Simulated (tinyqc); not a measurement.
Inputs raised by 5 %, one at a time: global model of a low-pressure process discharge: electron temperature, density, ion flux and ion energy. Computed by tinyqc, a small Python program. Command: `OMP_NUM_THREADS=1 python tinyqc.py 3111890 3111891 out.jsonl plasma sens`. One thread of a shared host (Intel(R) Xeon(R) Processor @ 2.30GHz), about 0.01 s of CPU time with the checks.

Maxwellian electrons with temperature T_e in eV, one positive ion, no negative ions, uniform bulk density n; rate constants have the Arrhenius form.

Inputs (values chosen for the exercise, of the order of those of an inductive discharge in a simple atomic gas):
```
quantity                          value   unit
ion mass M                           40      u
ionisation prefactor K0         3.9e-14  m^3/s
ionisation energy E_iz             15.3     eV
excitation prefactor X0         6.7e-15  m^3/s
excitation energy E_ex             10.3     eV
elastic rate constant K_el      5.1e-14  m^3/s
ion-neutral cross section       1.1e-18    m^2
pressure p                         0.29     Pa
gas temperature T_g                 600      K
radius R                             20     cm
height L                             12     cm
absorbed power P                   2600      W
bias power P_b                       11      W
radius of the biased electrode      7.5     cm
bias frequency                       27    MHz
```

Constants: k_B = 1.380649e-23 J/K; e = 1.602176634e-19 C; u = 1.6605390666e-27 kg; m_0 = 9.1093837015e-31 kg; eps_0 = 8.8541878128e-12 F/m.

Method:
- n_g = p/(k_B T_g); lambda_i = 1/(n_g sigma); h_L = 0.86/sqrt(3 + L/(2 lambda_i)), h_R = 0.8/sqrt(4 + R/lambda_i); A_eff = 2 pi R^2 h_L + 2 pi R L h_R; d_eff = pi R^2 L/A_eff.
- Particle balance: K0 exp(-E_iz/T_e) n_g d_eff = u_B, u_B = sqrt(e T_e/M).
- Root found by bracketing.
- E_c = E_iz + (X0 exp(-E_ex/T_e) E_ex + K_el (3 m_0/M) T_e)/K_iz; wall potential V_s = (T_e/2) ln(M/(2 pi m_0)); E_T = E_c + 2 T_e + T_e/2 + V_s; n = P/(e u_B A_eff E_T); ion current density J = e h_L n u_B; ionised share n/n_g.
- All bias power goes to ions: V_b = P_b/(J pi r^2). Debye length at the sheath edge lambda_D = sqrt(eps_0 T_e/(e h_L n)); Child-law sheath s = (sqrt2/3) lambda_D (2 V/T_e)^(3/4), V = V_b + V_s; ion transit time tau_i = 3 s sqrt(M/(2 e V)); collisions in the sheath s/lambda_i.

Runs:
```
input moved                         from         to  T_e (eV)  ion current density J (mA/cm^2)  bias voltage V_b (V)  sheath width s (mm)
base run                               -          -    3.8679                           15.180                4.1006             0.077176
ionisation prefactor K0 (m^3/s)  3.9e-14  4.095e-14    3.8141                           15.360                4.0525             0.075944
pressure p (Pa)                     0.29     0.3045    3.8009                           15.305                4.0670             0.075956
gas temperature T_g (K)              600        630    3.9373                           15.051                4.1359             0.078447
radius R (cm)                         20         21    3.8486                           14.037                4.4345             0.080916
height L (cm)                         12       12.6    3.8205                           15.001                4.1495             0.077181
absorbed power P (W)                2600       2730    3.8679                           15.939                3.9053             0.074818
bias power P_b (W)                    11      11.55    3.8679                           15.180                4.3056             0.077710
```

Exponents ln(y'/y) / ln(x'/x):
```
input                       T_e  ion current density J  bias voltage V_b  sheath width s
ionisation prefactor K0  -0.287                  0.242            -0.242          -0.330
pressure p               -0.358                  0.168            -0.168          -0.326
gas temperature T_g       0.364                 -0.176             0.176           0.335
radius R                 -0.103                 -1.605             1.605           0.970
height L                 -0.253                 -0.243             0.243           0.001
absorbed power P          0.000                  1.000            -1.000          -0.636
bias power P_b            0.000                  0.000             1.000           0.141
```

To which inputs is each result most sensitive?

Among the inputs moved here: T_e answers most in size to gas temperature T_g (exponent +0.364), and about equally to pressure p (-0.358); its exponent is below 0.0005 for absorbed power P, bias power P_b. Its exponent 0.000 in absorbed power P: T_e follows from the particle balance. ion current density J answers most in size to radius R (exponent -1.605), next to absorbed power P (+1.000); its exponent is below 0.0005 for bias power P_b. Bias voltage V_b answers most in size to radius R (exponent +1.605), next to absorbed power P (-1.000). Its exponent -1.000 in absorbed power P: more ions share the bias power. Sheath width s answers most in size to radius R (exponent +0.970), next to absorbed power P (-0.636).

Caution (all rows): at this ionised share gas depletion and heating, left out here, matter.
